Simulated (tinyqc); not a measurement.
Floating body of a partially depleted SOI transistor: body voltage and kink: one step of the calculation.

Source at 0 V. Channel current Ic = 2 nf K Vt^2 [F(0) - F(Vd)](1 + la Vd), F(V) = ln^2(1 + exp((Vg - VT - nf V)/(2 nf Vt))), VT = VT0 - gb Vb. Saturation voltage Vs = 2 Vt sqrt(F(0)) + 3 Vt, excess Ve = (Vd - Vs + sqrt((Vd - Vs)^2 + 0.0004 V^2))/2, multiplication M1 = Ai Ve exp(-Bl/Ve). Each junction passes D(v) = J1 (exp(v/Vt) - 1) + J2 (exp(v/(2 Vt)) - 1). Bipolar current Ib = bb J1 (exp(Vb/Vt) - 1). The body settles where M1 (Ic + Ib) = D(Vb) + D(Vb - Vd) + Vb/Rb; drain current Id = (1 + M1)(Ic + Ib) - D(Vb - Vd).

Problem. Drain current with floating and with grounded body. Id and VT at the converged Vb, Id at Vb = 0, their ratio, and the bipolar share Ib/(Ic + Ib).

Values chosen for this exercise; values of the order met in partially depleted silicon-on-insulator transistors:
- T = 398 K (temperature)
- VT0 = 0.55 V (threshold at zero body voltage)
- gb = 0.18 (fall of the threshold per volt of body voltage)
- nf = 1.46 (slope factor)
- K = 460 uA/(V^2 um) (gain factor per width)
- la = 0.09 1/V (channel-length modulation factor)
- Ai = 2.1 1/V (impact-ionisation prefactor)
- Bl = 8.1 V (impact-ionisation voltage)
- J1 = 7e-9 uA/um (diffusion saturation current of each junction)
- J2 = 1.8e-7 uA/um (recombination saturation current of each junction)
- bb = 1 (gain of the lateral bipolar transistor on the diffusion current)
- Rb = 1e9 kohm um (resistance of a weak body tie to the source (1e9 stands for no tie, and the term is then dropped))
- Vg = 0.48 V (gate voltage)
- Vd = 2 V (drain voltage)

Constants: q = 1.602176634e-19 C, kB = 1.380649e-23 J/K, Vt = kB T/q. Results are converted to the units shown.

converged Vb = 0.55078424 V

Give: VT; Id, floating; Id, grounded; ratio; bipolar share.

Solution.

VT = 0.4509 V
Id, floating = 1.477 uA/um
Id, grounded = 0.3192 uA/um
ratio = 4.627
bipolar share = 4.679 %

The body rises to 0.551 V and lowers the threshold by 99.1 mV.

Range of the model: The multiplication law is an empirical form chosen for the exercise; self-heating and capacitive coupling to the body are left out, and the linear laws are rough once Vb passes about 0.7 V or M1 about 0.1.

tinyqc, about 0.2 s, one thread, Intel Xeon 2.30GHz (shared host): `OMP_NUM_THREADS=1 python tinyqc.py 2182101 2182102 out.jsonl`
